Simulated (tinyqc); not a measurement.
Six-band hole subbands of a thin body in a field: sweeps and comparisons. A value that a table varies takes the place of the one given here.

Basis X, Y, Z times spin, hole energies counted downwards from the unstrained edge (the hydrostatic shift is left out), c = hbar^2/2m0. For a symmetric tensor T let C(T) have C_XX = L Txx + M (Tyy + Tzz), C_XY = N Txy (cyclic), L = c (g1 + 4 g2), M = c (g1 - 2 g2), N = 6 c g3. k = q + kz n, n the unit normal, q = k1 u + k2 v with u along the channel [1-10] and v = n x u. H = C(k k^T) + (Dso/3)(1 - L.sigma) - B + e F z with (L_k)_ij = -i epsilon_kij; B is the block C built from the traceless strain with 2b, -b and sqrt(3) d in place of L, M, N. Strain: exx = eyy = (s11 + s12) sx/2, ezz = s12 sx, exy = -s44 sx/4. Hard walls at z = 0 and t; basis sin(j pi z/t), j = 1 to Nz: kz^2 = (j pi/t)^2, kz = -i D with D_jl = 4 j l/(t (j^2 - l^2)), z_jj = t/2 and z_jl = -8 t j l/(pi (j^2 - l^2))^2 for j + l odd; 1 MV/cm = 0.01 eV/angstrom.

Nz = 14. E1 is the top subband at q = 0, gap the distance to the next pair, and the masses are c q^2/(E(q) - E1) at |q| = 0.02 1/angstrom (mean of the spin pair) along the channel [1-10] and across it in the plane; a dash marks a band that does not rise.

Constants: hbar^2/2m0 = 3.80998211 eV angstrom^2.

Inputs chosen for the exercise (near those of a p-type Si channel; shifted at random, so the results belong to these values and not to a real crystal):
- g1 = 4.3 (Luttinger gamma1)
- g2 = 0.34 (gamma2)
- g3 = 1.45 (gamma3)
- Dso = 0.044 eV (spin-orbit splitting)
- b = -2.1 eV (tetragonal potential)
- d = -4.76 eV (trigonal potential)
- S = (7.8, -2.16, 12.71) 1/TPa (compliances s11, s12, s44)
- face = 110 (surface)
- t = 95 angstrom (body thickness)
- F = 0.2 MV/cm (field across the body)
- sx = -2 GPa (stress along the channel [1-10], negative in compression)

## Stress along the channel

Each row has its own sx.

Results:
```
sx (GPa),E1 (meV),gap (meV),m channel,m across
-3.0,-58.1,28.8,0.113,0.276
-2.0,-21.8,28.8,0.114,0.277
-1.0,14.4,28.8,0.115,0.277
-0.5,32.3,28.7,0.115,0.278
0.0,49.9,28.2,0.118,0.279
0.5,66.3,21.1,0.128,0.285
1.0,73.4,15.7,0.229,0.293
```

Under 2 GPa of compression the channel mass goes from 0.118 to 0.114 m0, the mass across from 0.279 to 0.277; the gap to the next subband is 29, 28 and 16 meV at -2, 0 and +1 GPa. The lightest channel mass of the table, 0.113 m0, is at -3.0 GPa. Compression changes the channel mass little here, since confinement on this face has already singled out the orbital that the stress favours.

## Surface orientation and number of bands

Three faces, six bands; and four bands, with Dso set to 1000 eV.

Results:
```
case,E1 (meV),gap (meV),m channel,m across
(001) 6 bands,27.2,69.6,0.142,2.547
(001) 4 bands,54.3,70.3,0.179,0.554
(110) 6 bands,-21.8,28.8,0.114,0.277
(110) 4 bands,37.4,52.9,0.148,0.297
(111) 6 bands,3.5,48.6,0.128,1.098
(111) 4 bands,37.8,49.1,0.162,0.246
```

With six bands the top subband is shallowest on (110) (-21.8 meV) and deepest on (001). Without the stress E1 would be 89.0, 49.9 and 64.8 meV, so the stress moves it by -61.9, -71.7 and -61.3 meV. The lightest channel mass is on (110) (0.114 m0). Dropping the split-off band moves E1 by 27.1, 59.2 and 34.2 meV and the gap by 0.7, 24.1 and 0.5 meV on the three faces, with Dso = 44 meV.

## What each parameter does

Six bands. Each row changes one parameter from the base and keeps the others.

Results:
```
case,E1 (meV),gap (meV),m channel (m0),m across (m0)
base,-21.8,28.8,0.114,0.277
t = 85 angstrom,-21.8,28.8,0.114,0.277
F = 0.5 MV/cm,11.0,53.0,0.114,0.276
sx = -2.5 GPa,-39.9,28.8,0.113,0.277
g3 = 1.35,-11.9,36.6,0.118,0.277
g2 = 0.39,-19.8,30.4,0.114,0.284
Dso = 0.066 eV,-16.2,29.0,0.114,0.277
d = -3.81 eV,-11.4,28.8,0.114,0.277
```

The largest shifts from the base row, up to three for each result and ties (the steps differ in size, so this ranks the rows, not the parameters). E1 (meV): F +32.7, sx -18.2, d +10.4; unchanged at the printed digits by t. gap (meV): F +24.1, g3 +7.7, g2 +1.6; unchanged at the printed digits by t, sx and d. m channel (m0): g3 +0.004, sx -0.000; unchanged at the printed digits by t, F, g2, Dso and d. m across (m0): g2 +0.008, F -0.000; unchanged at the printed digits by t, sx, g3, Dso and d.

Computed by tinyqc, a small Python program: `OMP_NUM_THREADS=1 python tinyqc.py 1250748 1250749 out.jsonl` (the numbers bound the seed that draws the inputs); one thread of a shared host (Intel(R) Xeon(R) Processor @ 2.30GHz), about 0.4 s for the whole set of steps.
